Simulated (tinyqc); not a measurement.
Standing waves and exposure in a photoresist film, step by step. Values are carried at full precision from step to step, so a last printed digit may differ when a step is redone from the rounded ones.

Normal incidence from air. Unexposed resist: N1 = n1 + i k1 with k1 = (A + B) lam/(4 pi), lam in micrometres. r01 = (1 - N1)/(1 + N1), t01 = 2/(1 + N1). Substrate Ns = ns + i ks: r12 = (N1 - Ns)/(N1 + Ns). With p = exp(2 pi i N1 d/lam), the field at depth z is E(z) = t01 [exp(2 pi i N1 z/lam) + r12 p^2 exp(-2 pi i N1 z/lam)]/(1 + r01 r12 p^2), the relative intensity I(z) = n1 |E(z)|^2 and the reflectance R = |(r01 + r12 p^2)/(1 + r01 r12 p^2)|^2.

Inputs chosen for the exercise (a resist on Cu, indices near tabulated ones; not measured data): lam = 248 nm (vacuum wavelength); n1 = 1.795 (resist index); A = 0.03 1/micrometre (bleachable absorption (Dill A)); B = 0.83 1/micrometre (fixed absorption (Dill B)); d = 454 nm (resist thickness); ns = 1.493 (substrate n); ks = 1.81 (substrate k); C = 0.023 cm^2/mJ (exposure rate (Dill C)); D = 20 mJ/cm^2 (incident dose); Ld = 10 nm (diffusion length of the post-exposure bake).

## Interface coefficients

Form N1, r01, t01 and r12.

N1 = 1.79500+0.01697i
r01 = -0.2845-0.0043i
t01 = 0.7155-0.0043i
r12 = -0.1613-0.4557i
|r12|^2 = 0.2337

Next to the bottom the intensity swings by a factor ((1 + |r12|)/(1 - |r12|))^2 = 8.25 between antinode and node.

## Round trip and reflectance

Form p^2, the denominator and R; the period of the standing wave is lam/(2 n1).

p^2 = -0.6087-0.2959i
1 + r01 r12 p^2 = 1.0118-0.0923i
R = 0.1995
period = 69.08 nm

The film holds 6.57 periods.

## Intensity and exposure over the lowest period

Nine depths from d - period to d. Without bleaching during the exposure the share of unexposed compound is m = exp(-C D I).

Profile:
```
z (nm)      I      m
384.9   0.578  0.767
393.6   0.243  0.894
402.2   0.216  0.906
410.8   0.510  0.791
419.5   0.952  0.645
428.1   1.280  0.555
436.7   1.299  0.550
445.4   0.998  0.632
454.0   0.549  0.777
```

I runs from 0.216 to 1.299 on these points, so m runs from 0.550 to 0.906; the least exposed point listed lies 51.8 nm above the bottom.

## Smoothing by the bake

Gaussian diffusion of length Ld multiplies a cosine of period L by exp(-2 pi^2 Ld^2/L^2). Give that factor, and the Ld that leaves 10 %.

factor = 0.661
Ld for 10 % = 23.59 nm

## Checks

- R against the transfer-matrix product: both 0.19952.
- Absorption (A + B) d times the mean of I against 1 - R - T: both 0.344.

Program tinyqc; command `OMP_NUM_THREADS=1 python tinyqc.py 1651994 1651995 out.jsonl`; about 0.01 s on one thread of a shared Intel(R) Xeon(R) Processor @ 2.30GHz.
